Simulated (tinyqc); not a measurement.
Worked calculation: Hubbard ring of 4 sites. One step of it, computed by the program tinyqc.

Question. Mean-field iteration 2. H(up) = T + U n(down), H(down) = T + U n(up); fill the lowest levels; n(new) = n + mixing (n(out) - n); E = tr T (rho up + rho down) + U sum n_up n_down of the output.

one-body matrix (hopping and site energies) (eV), lower triangle:
```
,1,2,3,4
1,-0.720000
2,-1.570000,0.860000
3,0.000000,-1.570000,-0.740000
4,-1.570000,0.000000,-1.570000,0.540000
```

U = 0.600000 eV

electrons, up and down: 1  1

mixing = 1

n(up) after iteration 1: 1 0.314415, 2 0.168818, 3 0.319736, 4 0.197032

n(down) after iteration 1: 1 0.290438, 2 0.189641, 3 0.294871, 4 0.225051

Give: levels, up; levels, down; energy; n(up) after iteration 2; n(down) after iteration 2.

Answer.

levels, up (eV): -3.0821  -0.5544  0.8213  3.3552

levels, down (eV): -3.0790  -0.5397  0.8066  3.3522

energy = -6.3186 eV

n(up) after iteration 2: 1 0.3011, 2 0.1817, 3 0.3053, 4 0.2118

n(down) after iteration 2: 1 0.3001, 2 0.1825, 3 0.3041, 4 0.2133
